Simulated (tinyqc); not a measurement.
Eight-band Kane k.p model: sweeps and comparisons. A value that a table varies takes the place of the one given here.

Eight-band Kane model, basis S, X, Y, Z times spin, zero of energy at the top of the unstrained valence band, c = hbar^2/2m0. Within each spin: H_SS = Eg + A c k^2, H_SX = i P kx (likewise Y, Z), H_XX = -Dso/3 + L kx^2 + M (ky^2 + kz^2), H_XY = N kx ky, and cyclic. Spin-orbit term (Dso/3) L.sigma on X, Y, Z with (L_k)_ij = -i epsilon_kij: <X+|H|Y+> = -i Dso/3, <X+|H|Z-> = Dso/3, <Y+|H|Z-> = -i Dso/3, <Z+|H|X-> = -Dso/3, <Z+|H|Y-> = i Dso/3, <X-|H|Y-> = i Dso/3, and their conjugates; + and - are the spin along z. Terms from inversion asymmetry are left out, so every level is twofold.

P = sqrt(Ep c); A = 1/me - Ep (Eg + 2 Dso/3)/(Eg (Eg + Dso)) keeps the electron mass; g1' = g1 - Ep/(3 Eg), g2' = g2 - Ep/(6 Eg), g3' = g3 - Ep/(6 Eg) remove the coupling to S that the Luttinger values already hold; L = -c (g1' + 4 g2'), M = -c (g1' - 2 g2'), N = -6 c g3'.

Constants: hbar^2/2m0 = 3.80998211 eV angstrom^2.

Values chosen for the exercise (near those of Ge; the results hold for these values, not for the real material): Eg = 0.897 eV (gap at Gamma to the s-like level); Dso = 0.289 eV (spin-orbit splitting); Ep = 26.2 eV (Kane energy); me = 0.038 m0 (electron mass at Gamma); g1 = 13.38 (Luttinger gamma1); g2 = 4.23 (gamma2); g3 = 5.69 (gamma3); kmax = 0.06 1/angstrom (end of the path).

## Non-parabolicity of the conduction band

Unstrained, along [111], six points up to kmax. Parabolic: E = c k^2/me. Two-band form: E (1 + alpha E) = c k^2/me with alpha = (1 - me)^2/Eg. The column alpha(k) solves that form for alpha with the eight-band energy. Energies from the conduction edge.

Energies:

| \|k\| (1/angstrom) | parabolic (eV) | two-band (eV) | eight-band (eV) | alpha(k) (1/eV) | parabolic / eight-band |
|---|---|---|---|---|---|
| 0.0100 | 0.0100 | 0.0099 | 0.0099 | 1.341 | 1.013 |
| 0.0200 | 0.0401 | 0.0386 | 0.0381 | 1.352 | 1.052 |
| 0.0300 | 0.0902 | 0.0831 | 0.0812 | 1.370 | 1.111 |
| 0.0400 | 0.1604 | 0.1402 | 0.1350 | 1.392 | 1.188 |
| 0.0500 | 0.2507 | 0.2066 | 0.1961 | 1.419 | 1.278 |
| 0.0600 | 0.3609 | 0.2800 | 0.2617 | 1.449 | 1.379 |

alpha = 1.032 1/eV

What does this show, and why?

At the last point the parabola lies a factor 1.38 above the eight-band value, and the two-band form 18.3 meV above it. The parabola stays within 5 % up to |k| = 0.0100 1/angstrom of the points listed. alpha(k) goes from 1.341 to 1.449 1/eV, a spread of 8.0 % over this range; the simple rule gives 1.032, 23 % below the first value, as it knows neither Dso nor the remote terms.

## Four, six or eight bands for the holes

Unstrained, along [110]. Six bands: the X, Y, Z block alone with the full g1, g2, g3 in L, M, N. Four bands: the same with Dso sent to infinity. HH, LH and SO name the pairs from the top.

Valence levels (eV):

| \|k\| (1/angstrom) | HH 4 | HH 6 | HH 8 | LH 4 | LH 6 | LH 8 | SO 6 | SO 8 |
|---|---|---|---|---|---|---|---|---|
| 0.0100 | -0.0010 | -0.0010 | -0.0010 | -0.0092 | -0.0091 | -0.0090 | -0.2942 | -0.2933 |
| 0.0200 | -0.0040 | -0.0040 | -0.0040 | -0.0367 | -0.0349 | -0.0339 | -0.3113 | -0.3068 |
| 0.0300 | -0.0091 | -0.0088 | -0.0088 | -0.0827 | -0.0727 | -0.0693 | -0.3451 | -0.3317 |
| 0.0400 | -0.0162 | -0.0153 | -0.0153 | -0.1469 | -0.1149 | -0.1085 | -0.4035 | -0.3711 |
| 0.0500 | -0.0253 | -0.0231 | -0.0231 | -0.2296 | -0.1540 | -0.1459 | -0.4942 | -0.4271 |
| 0.0600 | -0.0364 | -0.0319 | -0.0319 | -0.3306 | -0.1878 | -0.1798 | -0.6198 | -0.4995 |

How do the results move?

At |k| = 0.0600 the heavy holes of the three models span 4.5 meV and the light holes 150.8 meV. The split-off band moves the light hole by +142.8 meV and treating the conduction band exactly moves it by +8.0 meV more; the split-off band matters more here, where the four-band light-hole energy is 1.14 times Dso and 0.37 times Eg. The four-band light hole has even passed below -Dso = -0.289 eV, where that model has no meaning.

## Far from Gamma

Pairs 3 and 4 along [100] out to 3.2 1/angstrom, beyond the zone edge but about the reach pi/h of a grid with h = 1 angstrom, with Ep as given and with Ep rescaled so that A = 1: Ep = (1/me - 1) Eg (Eg + Dso)/(Eg + 2 Dso/3). Crossings of E = Eg/2 are found on a scan of 320 points from 0.05 to 3.2 and refined by bisection.

Levels (eV):

| kx (1/angstrom) | pair 3 | pair 4 | pair 3, rescaled | pair 4, rescaled |
|---|---|---|---|---|
| 0.0 | 0.000 | 0.897 | 0.000 | 0.897 |
| 0.4 | -2.999 | 3.962 | -2.999 | 4.082 |
| 0.8 | -9.642 | 6.517 | -10.985 | 7.540 |
| 1.2 | -16.186 | 8.145 | -20.251 | 11.474 |
| 1.6 | -23.779 | 8.860 | -32.470 | 16.241 |
| 2.0 | -32.443 | 8.681 | -47.835 | 22.025 |
| 2.4 | -42.199 | 7.630 | -66.437 | 28.918 |
| 2.8 | -53.067 | 5.725 | -88.323 | 36.966 |
| 3.2 | -65.065 | 2.985 | -113.519 | 46.196 |

A (a pure number) and L (eV angstrom^2) as given: -0.520  -4.159

rescaled Ep = 24.72 eV

A and L rescaled: 1.000  -10.463

Crossings of mid-gap:

| set | number | first kx (1/angstrom) |
|---|---|---|
| as given | 0 | - |
| rescaled | 0 | - |

Is the parameter set safe for a calculation on a fine real-space grid?

Along this line and up to 3.2 1/angstrom, yes: no level crosses the middle of the gap; but A < 0 or L > 0 bends a band towards the gap, so this scan alone does not clear the set: other directions, such as [110] and [111], should be scanned too, and interfaces can still cause trouble. At large kx the S and X states dominate and (A c k^2)(L k^2) - P^2 k^2 must vanish for a state in the gap, which needs A L > 0, near k = P/sqrt(A c L); here A = -0.520 and L = -4.159 have the same sign, which puts the estimate at 3.48 1/angstrom. In the rerun with Ep = 24.72 eV, A = 1.000 and L = -10.463 have opposite signs, and no level crosses. Electron, heavy- and light-hole masses at Gamma are the same for both sets.

## What each parameter does

Unstrained; levels at |k| = kmax along [111], all derived values formed anew. Each row changes one parameter from the base and keeps the others.

Results:

| case | conduction (eV) | heavy hole (eV) | light hole (eV) | split-off (eV) |
|---|---|---|---|---|
| base | 1.1587 | -0.0274 | -0.1688 | -0.5115 |
| Eg = 0.9867 eV | 1.2553 | -0.0274 | -0.1690 | -0.5233 |
| Dso = 0.3179 eV | 1.1595 | -0.0274 | -0.1770 | -0.5307 |
| Ep = 23.58 eV | 1.1612 | -0.0274 | -0.1683 | -0.5177 |
| me = 0.0342 m0 | 1.1922 | -0.0274 | -0.1673 | -0.5064 |
| g1 = 12.042 | 1.1618 | -0.0091 | -0.1512 | -0.4956 |
| g2 = 3.807 | 1.1587 | -0.0274 | -0.1688 | -0.5115 |
| g3 = 6.259 | 1.1536 | -0.0118 | -0.1588 | -0.5320 |

What does this show?

The largest shifts from the base row, up to three for each result and ties (the steps differ in size, so this ranks the rows, not the parameters). conduction (eV): Eg +0.0966, me +0.0335, g3 -0.0051; unchanged at the printed digits by g2. heavy hole (eV): g1 +0.0184, g3 +0.0156; unchanged at the printed digits by Eg, Dso, Ep, me and g2. light hole (eV): g1 +0.0176, g3 +0.0100, Dso -0.0082; unchanged at the printed digits by g2. split-off (eV): g3 -0.0205, Dso -0.0192, g1 +0.0159; unchanged at the printed digits by g2. Along [111] the heavy hole follows g1 - 2 g3 alone.

tinyqc: `OMP_NUM_THREADS=1 python tinyqc.py 1080259 1080260 out.jsonl`; about 0.1 s, one thread, shared Intel(R) Xeon(R) Processor @ 2.30GHz.
